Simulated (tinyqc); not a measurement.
From results back to parameters: overlap of hydrogenic dopants: pairs, impurity band and the Mott density. Five cases, with inputs chosen for the exercise.

Problem. Ry* = Ry m/eps^2, aB = a0 eps/m, and the Mott density is (0.26/aB)^3 (1/angstrom^3 = 1e24/cm^3). Binding energy and critical density come from a hidden mass and dielectric constant.

Constants: Ry = 13.60569312 eV; a0 (Bohr radius) = 0.5291772105 angstrom.

Find: aB; eps; m.

Method. aB = 0.26/n^(1/3); the product Ry* aB = Ry a0/eps gives eps, and m = a0 eps/aB.

Case 1.

binding energy = 30.11560 meV
critical density = 2.060094e+18 1/cm^3

Solution.

aB = 20.43 angstrom
eps = 11.70
m = 0.303 m0

Case 2.

binding energy = 26.20838 meV
critical density = 7.979094e+17 1/cm^3

Solution.

aB = 28.03 angstrom
eps = 9.80
m = 0.185 m0

Case 3.

binding energy = 40.35292 meV
critical density = 4.956067e+18 1/cm^3

Solution.

aB = 15.25 angstrom
eps = 11.70
m = 0.406 m0

Case 4.

binding energy = 39.18330 meV
critical density = 4.654829e+18 1/cm^3

Solution.

aB = 15.57 angstrom
eps = 11.80
m = 0.401 m0

Case 5.

binding energy = 5.39908 meV
critical density = 1.482609e+16 1/cm^3

Solution.

aB = 105.84 angstrom
eps = 12.60
m = 0.063 m0

Computed by tinyqc, one run a case: `OMP_NUM_THREADS=1 python tinyqc.py N N+1 out.jsonl` with N = 1452702, 1452706, 1452713, 1452725, 1452726; one thread of a shared Intel(R) Xeon(R) Processor @ 2.30GHz, about 0.01 s a run at most.
